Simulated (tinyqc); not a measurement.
# Trap depth and cross-section from two peaks

Inverse problem. A DLTS peak lies where ew = sn g T^2 exp(-Et/kB T), g = vth Nc/(300 K)^2. Find Et and sn.

Inputs (values chosen for the exercise): conduction-band density of states at 300 K Nc = 2.8e19 cm^-3; thermal velocity at 300 K vth = 2.4e7 cm/s.

Constants: q = 1.602176634e-19 C, kB = 1.380649e-23 J/K. Results are converted to the units shown.

peak temperatures for ew = 20 and 500 1/s (K): [56.423484, 64.121885]

Answer. The slope of ln(ew/T^2) against q/kB T is -Et, and the intercept is ln(sn g).

Et = 0.120 eV
sn = 4.40e-14 cm^2

tinyqc, about 0.01 s, one thread, Intel Xeon 2.30GHz (shared host): `OMP_NUM_THREADS=1 python tinyqc.py 2050096 2050097 out.jsonl`
